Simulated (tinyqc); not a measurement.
Stretching all distances: RHF, UHF, MP2, CISD and CCSD against full CI in the sto-3g basis, for BeH+, spin multiplicity 1. Computed by the program tinyqc with PySCF. All coordinates are multiplied by the scale. c0^2 is the weight of the RHF determinant in the lowest singlet FCI state (UHF is spin-contaminated and may lie near states of higher spin) and n(LUMO) the first natural occupation beyond the occupied space.

Geometry (angstrom):
```
atom       x       y       z
Be    0.0000  0.0000  0.0000
H     0.0000  0.0000  1.1410
```

Full CI energy (hartree) and errors against it (kcal/mol):
```
scale  distance 1-2 (angstrom)     E(FCI)     RHF     UHF     MP2   CISD   CCSD  <S^2> UHF   c0^2  n(LUMO)
0.930                    1.061  -14.64315   9.850   9.850   2.951  0.007  0.005      0.000  0.987    0.016
1.120                    1.278  -14.68353  12.285  12.285   4.027  0.010  0.008      0.000  0.980    0.027
1.320                    1.506  -14.68063  16.497  16.497   5.981  0.015  0.012      0.000  0.967    0.050
1.510                    1.723  -14.66119  22.257  21.414   8.759  0.023  0.019      0.227  0.944    0.091
1.700                    1.940  -14.63792  29.672  19.630  12.382  0.035  0.028      0.605  0.910    0.154
1.890                    2.156  -14.61646  38.317  14.988  16.533  0.050  0.038      0.774  0.864    0.239
2.280                    2.601  -14.58566  57.291   6.624  24.925  0.086  0.058      0.922  0.739    0.455
2.470                    2.818  -14.57709  66.061   4.050  28.253  0.103  0.066      0.956  0.667    0.564
```

Estimate the missing row, scale = 2.08.

Computed row:
```
scale  distance 1-2 (angstrom)     E(FCI)     RHF     UHF     MP2   CISD   CCSD  <S^2> UHF   c0^2  n(LUMO)
2.080                    2.373  -14.59907  47.559  10.438  20.776  0.067  0.049      0.865  0.808    0.340
```

UHF parts from RHF first at scale 1.51 of those listed, where <S^2> leaves zero. The weight c0^2 goes from 0.99 to 0.67 and n(LUMO) from 0.02 to 0.56: static correlation grows as the bonds break into open-shell fragments. The spread of the error along the curve, which distorts its shape, is CCSD 0.1, CISD 0.1, UHF 17.4, MP2 25.3, RHF 56.2 kcal/mol.
